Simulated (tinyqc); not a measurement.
## Esaki diode in forward bias, two-band WKB: current against forward bias

Abrupt p-n junction, depletion approximation. Energies E are counted from the conduction-band edge of the neutral n side; its Fermi level lies at dn, that of the p side at dn - V, and the valence-band edge of the neutral p side at Em = dn + dp - V. Tunnelling needs 0 < E < Em. Two-band dispersion with equal masses m: inside the gap kappa = sqrt(m u (1 - u/Eg)/C), u the distance from a band edge, C = hbar^2/(2 m0).

Nd = Nc F12(dn/Vt), Na = Nv F12(dp/Vt), F12(x) = (2/sqrt(pi)) int_0^infinity sqrt(u)/(1 + exp(u - x)) du; dn = EF - Ec on the n side, dp = Ev - EF on the p side (negative outside the bands); Vbi = Eg + dn + dp. W = sqrt(2 eps0 eps_r (Vbi - V)(1/Na + 1/Nd)/q), mean field F = (Vbi - V)/W, peak field 2 F. In a uniform field F the exponent is S = pi sqrt(m/C) Eg^1.5/(4 F). Transverse energy Et = C kt^2/m raises it to S (1 + 4 Et/Eg), so T = exp(-S) exp(-Et/Eb) with Eb = Eg/(4 S). KJ = (2 q^2/h) m/(4 pi C) (times 1e14 for A/cm^2 per eV^2). J = KJ exp(-S) Eb times the integral from 0 to Em of [f(E - dn) - f(E - dn + V)] [1 - exp(-min(E, Em - E)/Eb)] dE, f(x) = 1/(1 + exp(x/Vt)), with S and Eb from the mean field; J > 0 flows from p to n.

Parameters, values chosen for the exercise; band and dielectric values close to those of gallium arsenide:

| symbol | value | unit | meaning |
|---|---|---|---|
| T | 300 | K | temperature |
| Eg | 1.43 | eV | band gap |
| eps_r | 13 |  | relative permittivity |
| Nc | 4.39e17 | cm^-3 | conduction-band density of states at 300 K |
| Nv | 8.89e18 | cm^-3 | valence-band density of states at 300 K |
| m | 0.069 | m0 | band-edge mass of the two-band model |
| Na | 9.4e19 | cm^-3 | acceptor density |
| Nd | 6.9e18 | cm^-3 | donor density |

Constants: q = 1.602176634e-19 C, kB = 1.380649e-23 J/K, hbar = 1.054571817e-34 J s, h = 6.62607015e-34 J s, m0 = 9.1093837015e-31 kg, Vt = kB T/q, eps0 = 8.8541878128e-14 F/cm where lengths are in cm, hbar^2/(2 m0) = 0.0380998212 eV nm^2. Results are converted to the units shown.

Current against forward bias:
```
V (V)  mean field (MV/cm)      S  J (A/cm^2)
0.02               0.8848  20.43    5.168e-4
0.05               0.8772  20.60    0.001057
0.08               0.8695  20.79    0.001353
0.11               0.8618  20.97    0.001432
0.14               0.8539  21.17    0.001321
0.17               0.8460  21.36    0.001071
0.2                0.8381  21.57    7.639e-4
0.23               0.8300  21.78    4.758e-4
0.26               0.8219  21.99    2.506e-4
0.29               0.8137  22.21    9.847e-5
0.32               0.8054  22.44    1.624e-5
```

What does the table show?

J peaks at 0.00143 A/cm^2 at V = 0.11 V among the rows, 0.32 of the overlap dn + dp = 0.340 V, and falls to 1.62e-5 A/cm^2 at 0.32 V: a negative differential resistance. The Fermi levels part as V grows, but the window Em = dn + dp - V shrinks and closes at V = 0.340 V, and S rises from 20.4 to 22.4. Excess and diffusion currents, which fill the valley of a real diode, are not in the model.

Range of the model: Parabolic densities of states, no band tails and no gap narrowing, all of which matter at such doping.

Computed by the program tinyqc: `OMP_NUM_THREADS=1 python tinyqc.py 2620061 2620062 out.jsonl`, one thread of a shared Intel Xeon 2.30GHz, about 0.01 s for the whole run.
